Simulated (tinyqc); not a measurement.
## Bandgap voltage reference from two bipolar transistors: effect of the offset of the amplifier

Two transistors of area 1 and N carry the same current I. Is(T) = Is (T/T0)^eta exp[(Vg0 q/kB)(1/T0 - 1/T)], VBE1 = Vt ln(I/Is(T)) + I rb, VBE2 = Vt ln(I/(N Is(T))) + I rb/N. The amplifier forces I R1(T) = VBE1 - VBE2 + Vos, with R(T) = R (1 + tc (T - T0)) for both resistors, and the output is Vref = VBE1 + I R2(T). Base currents and the Early effect are neglected.

Vt = kB T/q; I = (Vt ln N + Vos)/(R1(T) - rb (1 - 1/N)). Box coefficient: span of Vref between 233 and 398 K over its average over T and over 165 K. The last column is the R2 that gives zero slope at T0.

Values chosen for this exercise; values of the order met in silicon bipolar transistors: reference temperature T0 = 300 K; band-gap voltage extrapolated to 0 K Vg0 = 1.19 V; temperature exponent of the saturation current eta = 3.1; saturation current of the unit transistor at T0 Is = 1.5e-16 A; area ratio of the second transistor N = 10; resistor across which the difference of VBE falls, at T0 R1 = 2.1 kohm; temperature coefficient of both resistors tc = 0 ppm/K; series resistance of the unit transistor rb = 0 ohm; output resistor at T0 R2 = 21.43 kohm.

Constants: q = 1.602176634e-19 C, kB = 1.380649e-23 J/K. Results are converted to the units shown.

Result of one run:

| I at T0 (uA) | Vref at T0 (V) | slope at T0 (uV/K) | box coefficient (ppm/K) | R2 for zero slope (kohm) |
|---|---|---|---|---|
| 28.82 | 1.289 | 114.7 | 83.46 | 20.22 |

Which offset of the amplifier Vos gave this result: -1, 0, 1 or 3 mV?

Vos = 1 mV.

The whole series:

| Vos (mV) | I at T0 (uA) | Vref at T0 (V) | slope at T0 (uV/K) | box coefficient (ppm/K) | R2 for zero slope (kohm) |
|---|---|---|---|---|---|
| -5 | 25.96 | 1.225 | 115.0 | 88.07 | 20.21 |
| -3 | 26.92 | 1.247 | 114.8 | 86.39 | 20.21 |
| -1 | 27.87 | 1.268 | 114.7 | 84.86 | 20.22 |
| 0 | 28.35 | 1.279 | 114.7 | 84.14 | 20.22 |
| 1 | 28.82 | 1.289 | 114.7 | 83.46 | 20.22 |
| 3 | 29.77 | 1.311 | 114.8 | 82.17 | 20.22 |
| 5 | 30.73 | 1.332 | 115.0 | 80.99 | 20.21 |

As Vos goes from -5 to 5, Vref rises from 1.225 to 1.332 V and the box coefficient falls from 88.1 to 81.0 ppm/K. Each mV of offset moves Vref by 10.6 mV, about R2/R1 = 10.2 plus the change of VBE1 with the current.

Numbers from tinyqc (`OMP_NUM_THREADS=1 python tinyqc.py 2062021 2062022 out.jsonl`; about 0.02 s on one thread of a shared Intel Xeon 2.30GHz).
